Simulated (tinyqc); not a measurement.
Plane-wave Kohn-Sham cycle with exchange-only LDA in a layered model solid, step by step. Computed by tinyqc, a small Python program that keeps every step. Settings: points = 16, plane-wave index or count = 3, electrons = 2, k points = 2, area = 28.0, mixing = 0.3, iteration cap = 59, Kerker q0 = 0.75. Command: `OMP_NUM_THREADS=1 python tinyqc.py 24788 24789 out.jsonl` (the two numbers bound the seeds that draw the settings). One thread of a shared host (Intel(R) Xeon(R) Processor @ 2.60GHz), about 0.02 s of CPU time with the checks. Later iterations appear only in the table of the cycle.

## Iteration 1: potential

A solid whose potential varies along x alone (atomic units):
```
parameter                      value
period a                    8.100000
cross-section of the cell  28.000000
electrons per cell                 2
grid points                       16
plane waves -n..n, n               3
k points                           2
V1 in V1 cos(2 pi x/a)     -0.540000
```

density at the start, on the grid x_j = j a/N (e/bohr^3): 0.00881834  0.00881834  0.00881834  0.00881834  0.00881834  0.00881834  0.00881834  0.00881834  0.00881834  0.00881834  0.00881834  0.00881834  0.00881834  0.00881834  0.00881834  0.00881834

V_H(G) = 4 pi rho(G)/G^2 for G != 0 (uniform background); v_x = -(3 rho/pi)^(1/3); V = V_ext + V_H + v_x; Fourier components f(G_m) = (1/N) sum_j f(x_j) exp(-i G_m x_j).

Potentials on the grid (hartree):
```
x             V_ext       V_H        v_x          V
0.000000  -0.540000  0.000000  -0.203448  -0.743448
0.506250  -0.498895  0.000000  -0.203448  -0.702343
1.012500  -0.381838  0.000000  -0.203448  -0.585285
1.518750  -0.206649  0.000000  -0.203448  -0.410097
2.025000          0  0.000000  -0.203448  -0.203448
2.531250   0.206649  0.000000  -0.203448   0.003201
3.037500   0.381838  0.000000  -0.203448   0.178390
3.543750   0.498895  0.000000  -0.203448   0.295447
4.050000   0.540000  0.000000  -0.203448   0.336552
4.556250   0.498895  0.000000  -0.203448   0.295447
5.062500   0.381838  0.000000  -0.203448   0.178390
5.568750   0.206649  0.000000  -0.203448   0.003201
6.075000          0  0.000000  -0.203448  -0.203448
6.581250  -0.206649  0.000000  -0.203448  -0.410097
7.087500  -0.381838  0.000000  -0.203448  -0.585285
7.593750  -0.498895  0.000000  -0.203448  -0.702343
```

V(G_m), m = 0, 1, 2, ... (hartree): -0.203448  -0.270000  0.000000  0.000000  0.000000  0.000000  0.000000

## Iteration 1: Hamiltonian at one k

k = 0.250000 2 pi / a

H(m,m') = (k + G_m)^2/2 delta + V(G_m - G_m'), with V(-G) = V(G).

H (hartree):
```
           -3         -2         -1         +0         +1         +2         +3
-3   2.071781  -0.270000   0.000000   0.000000   0.000000   0.000000   0.000000
-2  -0.270000   0.717926  -0.270000   0.000000   0.000000   0.000000   0.000000
-1   0.000000  -0.270000  -0.034216  -0.270000   0.000000   0.000000   0.000000
+0   0.000000   0.000000  -0.270000  -0.184644  -0.270000   0.000000   0.000000
+1   0.000000   0.000000   0.000000  -0.270000   0.266641  -0.270000   0.000000
+2   0.000000   0.000000   0.000000   0.000000  -0.270000   1.319639  -0.270000
+3   0.000000   0.000000   0.000000   0.000000   0.000000  -0.270000   2.974351
```

## Iteration 1: levels at that k

Diagonalise the Hermitian matrix.

eigenvalues (hartree): -0.478849  -0.002015  0.359193  0.764614  1.345685  2.124889  3.017962

## Iteration 1: new density

Motion across x is left out: the lowest 1 band(s) hold two electrons at each of the k points (j + 1/2)/nk - 1/2. Residual R = rho(out) - rho(in); rho(new) = rho(in) + 0.3 R, with R(G) scaled by G^2/(G^2 + 0.75^2) (Kerker). rho(out) = 2/(a A nk) sum |psi|^2 with psi = sum c exp(i G x). Harris energy E = band energy - dV sum rho (V_H/2 + v_x) + (3/4) dV sum rho v_x with rho(in), dV = a A/N, band energy = (2/nk) sum of the filled levels.

rho(out) (e/bohr^3): 0.02863320  0.02504214  0.01682170  0.00880384  0.00369533  0.00130231  0.00040791  0.00012508  0.00006366  0.00012508  0.00040791  0.00130231  0.00369533  0.00880384  0.01682170  0.02504214

density after iteration 1 (e/bohr^3): 0.01254285  0.01172369  0.00992239  0.00834419  0.00758074  0.00746136  0.00759891  0.00774414  0.00779981  0.00774414  0.00759891  0.00746136  0.00758074  0.00834419  0.00992239  0.01172369

energy per cell = -0.85597394 hartree

## Iteration 2: potential

As before.

Potentials on the grid (hartree):
```
x             V_ext        V_H        v_x          V
0.000000  -0.540000   0.049594  -0.228800  -0.719206
0.506250  -0.498895   0.043827  -0.223706  -0.678775
1.012500  -0.381838   0.028974  -0.211607  -0.564470
1.518750  -0.206649   0.010495  -0.199734  -0.395887
2.025000          0  -0.006686  -0.193447  -0.200133
2.531250   0.206649  -0.020058  -0.192426  -0.005834
3.037500   0.381838  -0.029125  -0.193601   0.159112
3.543750   0.498895  -0.034265  -0.194827   0.269804
4.050000   0.540000  -0.035920  -0.195292   0.308788
4.556250   0.498895  -0.034265  -0.194827   0.269804
5.062500   0.381838  -0.029125  -0.193601   0.159112
5.568750   0.206649  -0.020058  -0.192426  -0.005834
6.075000          0  -0.006686  -0.193447  -0.200133
6.581250  -0.206649   0.010495  -0.199734  -0.395887
7.087500  -0.381838   0.028974  -0.211607  -0.564470
7.593750  -0.498895   0.043827  -0.223706  -0.678775
```

V(G_m), m = 0, 1, 2, ... (hartree): -0.202674  -0.256411  -0.001275  -0.000624  0.000002  0.000037  0.000006

## Iteration 2: Hamiltonian at one k

k = 0.250000 2 pi / a

As before.

H (hartree):
```
           -3         -2         -1         +0         +1         +2         +3
-3   2.072555  -0.256411  -0.001275  -0.000624   0.000002   0.000037   0.000006
-2  -0.256411   0.718700  -0.256411  -0.001275  -0.000624   0.000002   0.000037
-1  -0.001275  -0.256411  -0.033442  -0.256411  -0.001275  -0.000624   0.000002
+0  -0.000624  -0.001275  -0.256411  -0.183871  -0.256411  -0.001275  -0.000624
+1   0.000002  -0.000624  -0.001275  -0.256411   0.267415  -0.256411  -0.001275
+2   0.000037   0.000002  -0.000624  -0.001275  -0.256411   1.320413  -0.256411
+3   0.000006   0.000037   0.000002  -0.000624  -0.001275  -0.256411   2.975125
```

## Iteration 2: levels at that k

As before.

eigenvalues (hartree): -0.459056  0.004437  0.352389  0.760388  1.343814  2.120461  3.014460

## Iteration 2: new density

As before.

rho(out) (e/bohr^3): 0.02831491  0.02482377  0.01680325  0.00891798  0.00382452  0.00138763  0.00045023  0.00014399  0.00007582  0.00014399  0.00045023  0.00138763  0.00382452  0.00891798  0.01680325  0.02482377

density after iteration 2 (e/bohr^3): 0.01545522  0.01403686  0.01089653  0.00809507  0.00667271  0.00637310  0.00654886  0.00676834  0.00685532  0.00676834  0.00654886  0.00637310  0.00667271  0.00809507  0.01089653  0.01403686

energy per cell = -0.82085786 hartree

## Convergence

Stop when sqrt(dV sum R^2) is below 1e-8, dV = a A/N.

Course of the cycle:
```
iteration  E (hartree)  norm of the residual
1          -0.85597394              1.50e-01
2          -0.82085786              1.23e-01
3          -0.79510711              1.01e-01
4          -0.77703313              8.31e-02
5          -0.76463595              6.85e-02
6          -0.75626699              5.65e-02
7          -0.75069217              4.67e-02
8          -0.74702554              3.87e-02
9          -0.74464592              3.20e-02
10         -0.74312454              2.66e-02
11         -0.74216905              2.21e-02
...                ...                   ...
49         -0.74094672              2.48e-05
50         -0.74094672              2.08e-05
51         -0.74094672              1.74e-05
52         -0.74094672              1.46e-05
53         -0.74094673              1.22e-05
54         -0.74094673              1.03e-05
55         -0.74094673              8.60e-06
56         -0.74094673              7.21e-06
57         -0.74094673              6.05e-06
58         -0.74094673              5.07e-06
59         -0.74094673              4.25e-06
```

Not converged within 59 iterations: the residual falls steadily but slowly, by a factor of about 0.84 a step. Reruns (cap 100 unless said): mixing 0.1: not converged; mixing 0.5, Kerker q0 1.0: converged in 76 (E = -0.74095); mixing 0.3, Pulay depth 5: converged in 10 (E = -0.74095); the original settings with a cap of 400: converged in 94 (E = -0.74095).
